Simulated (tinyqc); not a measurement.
Scaling the whole coupling: critical temperature from a phonon spectrum: McMillan, Allen-Dynes and the linearised Eliashberg equation. Computed by tinyqc, a small Python program. Command: `OMP_NUM_THREADS=1 python tinyqc.py 3023228 3023229 out.jsonl eliashberg walk`. One thread of a shared host (Intel(R) Xeon(R) Processor @ 2.30GHz), about 0.02 s of CPU time with the checks.

alpha^2 F(omega) = sum_i (lambda_i omega_i/2) delta(omega - omega_i), so that lambda = 2 int alpha^2 F/omega d omega = sum_i lambda_i.

Inputs (values chosen for the exercise, for a model metal):
```
quantity                     value  unit
peak energy omega_1           6.02   meV
coupling lambda_1            0.128     -
peak energy omega_2           12.7   meV
coupling lambda_2             0.48     -
peak energy omega_3           23.7   meV
coupling lambda_3            0.299     -
Coulomb pseudopotential mu*   0.15     -
```

Peaks in alpha^2 F: three.

Constants: k_B = 8.617333262e-05 eV/K.

Method:
- omega_log = exp(sum lambda_i ln omega_i / lambda); omega_rms = sqrt(sum lambda_i omega_i^2 / lambda).
- McMillan form: k_B T_c = (omega_log/1.2) exp[-1.04 (1 + lambda)/(lambda - mu* (1 + 0.62 lambda))]. Allen-Dynes multiplies it by f1 f2: f1 = [1 + (lambda/L1)^(3/2)]^(1/3), L1 = 2.46 (1 + 3.8 mu*); f2 = 1 + (omega_rms/omega_log - 1) lambda^2/(lambda^2 + L2^2), L2 = 1.82 (1 + 6.3 mu*) omega_rms/omega_log.
- Linearised Eliashberg equation at omega_n = (2n + 1) pi k_B T, n = 0..N-1: lambda(j) = sum_i lambda_i omega_i^2/(omega_i^2 + (2 pi j k_B T)^2); K_mn = lambda(m - n) + lambda(m + n + 1) - 2 mu*(N) - delta_mn [2m + 1 + lambda(0) + 2 sum_(j=1..m) lambda(j)], with 1/mu*(N) = 1/mu* + ln(omega_rms/omega_N), omega_N = (2N + 1) pi k_B T. T_c is where the largest eigenvalue rho of K is zero.
- N is the smallest integer at or above 8 omega_max/(2 pi k_B T_AD), omega_max the highest peak and T_AD the Allen-Dynes value.
- All lambda_i are multiplied by s. The last column is the large-lambda limit for mu* = 0, k_B T_c = 0.1827 omega_rms sqrt(lambda).

lambda = 0.907

omega_rms = 16.6023 meV

omega_log = 14.0401 meV

T_c (K):
```
s    lambda  McMillan  Allen-Dynes  Eliashberg  large-lambda limit
0.8  0.7256     3.971        4.098       3.600              29.984
1.0  0.9070     7.117        7.438       6.717              33.523
1.3  1.1791    11.544       12.323      11.458              38.222
1.7  1.5419    16.340       17.996      17.192              43.708
2.3  2.0861    21.513       24.922      24.477              50.840
3.2  2.9024    26.473       33.146      33.386              59.967
```

McMillan/Eliashberg runs from 1.10 at lambda = 0.73 to 0.79 at 2.90: the exponential form levels off at large lambda, while the true T_c keeps rising (exponent 0.94 between the last rows, tending to 1/2). Allen-Dynes stays within about 14 % over the table. The last row reaches 56 % of the mu* = 0 limit; with mu* above zero T_c stays below that line at any lambda.

Extremes, crossings and ranges named in words are read from the listed rows.
